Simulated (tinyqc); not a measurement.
Inside a calculation. Method: CIS on RHF in the sto-3g basis, for B+, spin multiplicity 1. One step of it, computed by the program tinyqc.

Task: CIS matrix, singlets. A(ia,jb) = (e_a - e_i) d_ij d_ab + 2 (ia|jb) - (ij|ab).

orbital energies (hartree): MO1 -7.986287, MO2 -0.849252, MO3 -0.200518, MO4 -0.200518, MO5 -0.200518

Two-electron integrals over orbitals (pq|rs), unique and non-zero (hartree):
```
(11|11) 2.897294    (21|11) -0.324303   (21|21) 0.057850    (22|11) 0.742479
(22|21) -0.018490   (22|22) 0.525885    (31|31) 0.021414    (32|31) 0.027489
(32|32) 0.112771    (33|11) 0.742089    (33|21) -0.011529   (33|22) 0.533524
(33|33) 0.586773    (41|41) 0.021414    (42|41) 0.027489    (42|42) 0.112771
(43|43) 0.031630    (44|11) 0.742089    (44|21) -0.011529   (44|22) 0.533524
(44|33) 0.523513    (44|44) 0.586773    (51|51) 0.021414    (52|51) 0.027489
(52|52) 0.112771    (53|53) 0.031630    (54|54) 0.031630    (55|11) 0.742089
(55|21) -0.011529   (55|22) 0.533524    (55|33) 0.523513    (55|44) 0.523513
(55|55) 0.586773
```

Give: CIS matrix A, singlet.

Result:

CIS matrix A, singlet (hartree):
```
        1>3     1>4     1>5     2>3     2>4     2>5
1>3  7.0865  0.0000  0.0000  0.0665  0.0000  0.0000
1>4  0.0000  7.0865  0.0000  0.0000  0.0665  0.0000
1>5  0.0000  0.0000  7.0865  0.0000  0.0000  0.0665
2>3  0.0665  0.0000  0.0000  0.3408  0.0000  0.0000
2>4  0.0000  0.0665  0.0000  0.0000  0.3408  0.0000
2>5  0.0000  0.0000  0.0665  0.0000  0.0000  0.3408
```
